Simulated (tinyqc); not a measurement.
Comparisons within one model: defect-molecule model of a vacancy with Jahn-Teller distortion. A value that a table varies takes the place of the one given here.

Four dangling hybrids a, b, c, d point into the vacancy: H_ii = E0, and -gm between any two. A tetragonal distortion Q pairs a with b and c with d: those two couplings become -gm - I Q and the other four -gm + I Q/2, at an elastic cost k Q^2/2. The a1 level holds two electrons; charge states 2+, + and 0 put n = 0, 1, 2 more into the lowest level of t2 origin. Energy from the 2+ state at Q = 0, with the Fermi level mu counted from Ev: W_n(Q) = n (et - 2 I Q) + k Q^2/2 + Uc n (n - 1)/2 - n mu. et = E0 + gm is the undistorted t2 level.

Constants: kB = 8.617333262e-05 eV/K.

Parameters, chosen for this exercise (of the size used for the vacancy in silicon; shifted at random, so the results belong to these values and not to a real crystal):
```
symbol  value  unit           meaning
E0      0.12   eV             level of a dangling hybrid, from Ev
gm      0.29   eV             coupling between two dangling hybrids
I       1.14   eV/angstrom    Jahn-Teller coupling
k       15     eV/angstrom^2  force constant of the mode
Uc      0.23   eV             repulsion of two electrons in one orbital
T       77     K              temperature
mu1     0.06   eV             first Fermi level
```

## Occupation against the Fermi level

Weights g_n exp(-W_n/kT) with W_n = n et - n^2 E_JT + Uc n (n - 1)/2 - n mu, E_JT = 2 I^2/k, degeneracies 1, 6 (spin and three axes) and 3; mu = mu1 + 0.03 j eV.

Shares:
```
mu (eV)      2+       +       0  mean charge
0.06     1.0000  0.0000  0.0000       2.0000
0.09     1.0000  0.0000  0.0000       2.0000
0.12     1.0000  0.0000  0.0000       2.0000
0.15     0.9994  0.0000  0.0006       1.9989
0.18     0.1723  0.0002  0.8274       0.3449
0.21     0.0000  0.0000  1.0000       0.0001
0.24     0.0000  0.0000  1.0000       0.0000
0.27     0.0000  0.0000  1.0000       0.0000
0.30     0.0000  0.0000  1.0000       0.0000
```

U_eff = Uc - 2 E_JT = -0.117 eV and kT = 6.6 meV. The + state reaches at most 0.0201 % on these rows, at mu = 0.18 eV. It is the only paramagnetic state, so such a defect shows little spin resonance in the dark. The mean charge goes from 2.00 to 0.00.

## When U turns negative

The force constant is varied. E_JT = 2 I^2/k, E(2+/+) = et - E_JT, E(+/0) = et - 3 E_JT + Uc, U_eff = Uc - 2 E_JT.

Against k:
```
k (eV/angstrom^2)  E_JT (eV)  (2+/+) (eV)  (+/0) (eV)  U_eff (eV)  Q of the neutral state (angstrom)
8                     0.3249       0.0851     -0.3347     -0.4198                             0.5700
12                    0.2166       0.1934     -0.0098     -0.2032                             0.3800
16                    0.1625       0.2475      0.1527     -0.0949                             0.2850
24                    0.1083       0.3017      0.3151      0.0134                             0.1900
32                    0.0812       0.3288      0.3963      0.0675                             0.1425
48                    0.0541       0.3558      0.4775      0.1217                             0.0950
64                    0.0406       0.3694      0.5182      0.1488                             0.0712
96                    0.0271       0.3829      0.5588      0.1759                             0.0475
```

k at which U_eff = 0 = 22.60 eV/angstrom^2

Levels below 0 lie in the valence band. U_eff is negative for k below 4 I^2/Uc = 22.6: 3 of the 8 rows. The gain grows as n^2, so the second electron wins 3 E_JT where the first wins E_JT. For a stiff lattice the levels tend to et = 0.410 and et + Uc = 0.640 eV. Distortions above about 0.5 angstrom (1 of the rows) are beyond a linear coupling.

## What each parameter does

E_JT = 2 I^2/k, E(2+/+) = et - E_JT, E(+/0) = et - 3 E_JT + Uc, U_eff = E(+/0) - E(2+/+); a1 level E0 - 3 gm. Each row changes one parameter from the base and keeps the others.

Results:
```
case                    (2+/+) (eV)  (+/0) (eV)  U_eff (eV)  a1 (eV)
base                         0.2367      0.1202     -0.1166  -0.7500
E0 = 0.17 eV                 0.2867      0.1702     -0.1166  -0.7000
gm = 0.33 eV                 0.2767      0.1602     -0.1166  -0.8700
I = 1.254 eV/angstrom        0.2003      0.0110     -0.1893  -0.7500
k = 16.5 eV/angstrom^2       0.2525      0.1674     -0.0851  -0.7500
Uc = 0.29 eV                 0.2367      0.1802     -0.0566  -0.7500
```

The largest shifts from the base row, up to three for each result and ties (the steps differ in size, so this ranks the rows, not the parameters). (2+/+) (eV): E0 +0.0500, gm +0.0400, I -0.0364; unchanged at the printed digits by Uc. (+/0) (eV): I -0.1092, Uc +0.0600, E0 +0.0500. U_eff (eV): I -0.0728, Uc +0.0600, k +0.0315; unchanged at the printed digits by E0 and gm. a1 (eV): gm -0.1200, E0 +0.0500; unchanged at the printed digits by I, k and Uc. E0 and gm move both levels alike, so U_eff depends on I, k and Uc alone.

Computed by tinyqc, a small Python program: `OMP_NUM_THREADS=1 python tinyqc.py 1482507 1482508 out.jsonl` (the numbers bound the seed that draws the inputs); one thread of a shared host (Intel(R) Xeon(R) Processor @ 2.30GHz), about 0.01 s for the whole set of steps.
